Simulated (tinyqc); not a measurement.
Inside a calculation. Method: Jacobi rotations on a symmetric matrix. One step of it, computed by the program tinyqc.

Problem. Jacobi rotation 1. Take the largest off-diagonal element A_pq; tan 2 theta = 2 A_pq / (A_qq - A_pp) with |theta| <= pi/4; A' = J^T A J with J_pp = J_qq = cos, J_pq = sin, J_qp = -sin.

A:
```
[[0.316000, -0.263000, 0.069000, 0.120000, 0.212000],
 [-0.263000, 0.440000, -0.242000, 0.137000, 0.719000],
 [0.069000, -0.242000, 0.832000, -0.433000, 0.073000],
 [0.120000, 0.137000, -0.433000, 1.126000, -1.048000],
 [0.212000, 0.719000, 0.073000, -1.048000, 1.397000]]
```

Give: p, q, theta; A'.

Solution.

p, q, theta (rad): [4.0000, 5.0000, -0.7211]

A':
```
[[0.3160, -0.2630, 0.0690, 0.2301, 0.0800],
 [-0.2630, 0.4400, -0.2420, 0.5776, 0.4496],
 [0.0690, -0.2420, 0.8320, -0.2770, 0.3407],
 [0.2301, 0.5776, -0.2770, 0.2048, 0.0000],
 [0.0800, 0.4496, 0.3407, 0.0000, 2.3182]]
```
